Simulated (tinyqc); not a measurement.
# Gate-all-around wire, scale length and short-channel effects, step by step

Computed by the program tinyqc: `OMP_NUM_THREADS=1 python tinyqc.py 2420036 2420037 out.jsonl`, one thread of a shared Intel Xeon 2.30GHz, about 0.01 s for the whole run. Printed values are rounded.

A round wire of diameter ts in an insulator shell of thickness ti under a surrounding gate. Below threshold the potential that source and drain add obeys Laplace's equation and vanishes on the gate. Its lowest mode decays along the channel as exp(-k y); k is the smallest positive root of the matching condition at the interface, and the scale length is Lambda = pi/k.

Parameters, values chosen for the exercise; permittivities: semiconductor close to that of indium arsenide, insulator close to that of aluminium oxide: temperature T = 325 K; relative permittivity of the semiconductor eps_r = 14.9; relative permittivity of the insulator ei = 8.89; insulator thickness ti = 0.94 nm; wire diameter ts = 12.7 nm; channel length L = 26 nm; potential of the source Vbi = 1.05 V; potential of the barrier top at threshold sT = 0.44 V; long-channel threshold VTL = 0.44 V; long-channel body factor m = 1; drain voltage Vds = 0.7 V.

Constants: q = 1.602176634e-19 C, kB = 1.380649e-23 J/K, Vt = kB T/q. Results are converted to the units shown.

## Scan of the matching condition

k, point 0 to 7 (1/nm): 0.0575  0.115  0.1725  0.23  0.2875  0.345  0.4025  0.46

f(k) = ei J0(u)[J1(u) Y0(v) - Y1(u) J0(v)] - eps_r J1(u)[J0(u) Y0(v) - Y0(u) J0(v)], u = k ts/2, v = u + k ti.

f(k), point 0 to 7: 14.7321  6.2671  3.0704  1.3050  0.2202  -0.4335  -0.7737  -0.8771

The first change of sign lies between k = 0.2875 and 0.345 1/nm.

## Iteration 1: decay constant by Newton steps

k at the start = 0.2875 1/nm

f(k) = ei J0(u)[J1(u) Y0(v) - Y1(u) J0(v)] - eps_r J1(u)[J0(u) Y0(v) - Y0(u) J0(v)], u = k ts/2, v = u + k ti; f' by a central difference with +/- 1e-5 1/nm; k(new) = k - f/f'.

f = 0.220183
f' = -14.6698 nm
k after iteration 1 = 0.302509 1/nm

## Iteration 2: decay constant by Newton steps

As before.

f = 0.0139625
f' = -12.8361 nm
k after iteration 2 = 0.303597 1/nm

## Course of the iteration: decay constant by Newton steps

Stop when k changes by less than 1e-10 1/nm, or after 30 iterations.

Course of the iteration:
```
iteration  k (1/nm)  |change| (1/nm)
1          0.302509           0.0150
2          0.303597          1.09e-3
3          0.303602          5.43e-6
4          0.303602         1.35e-10
5          0.303602          < 1e-14
```

Converged in 5 iterations. At the end the number of correct digits about doubles with each step.

## Scale length against simple estimates

k = 0.303602 1/nm

Lambda = pi/k and l = 1/k. A parabolic potential across the structure gives l(parabolic) = sqrt([2 eps_r ts^2 ln(1 + 2 ti/ts) + ei ts^2]/(16 ei)).

Lambda = 10.3477 nm
l = 3.29378 nm
l(parabolic) = 3.83998 nm

The parabolic estimate is 17 % above l.

## Threshold shift, barrier position and swing

Along the channel psi(y) = s + a exp(y/l) + b exp(-y/l) with psi(0) = Vbi, psi(L) = Vbi + Vds and l = 1/k = Lambda/pi; with A = Vbi - s, B = A + Vds, x = exp(-L/l): a = (B - A x) x/(1 - x^2), b = (A - B x)/(1 - x^2). The minimum is s + 2 sqrt(a b), at y = (l/2) ln(b/a). The long-channel potential follows the gate as s = sT + (Vg - VTL)/m, and the threshold VT is the gate voltage at which the minimum equals sT. Swing = m Vt ln 10/g at threshold, g = d(minimum)/ds = 1 - (b x + a)/((1 + x) sqrt(a b)).

s at threshold = 0.403994 V
a = 5.02105e-4 V
b = 0.645504 V
position of the minimum = 11.7901 nm
VT = 0.403994 V
swing = 67.2617 mV/decade

The threshold lies 36.0 mV below the long-channel value, and the barrier top sits at 0.45 L from the source.
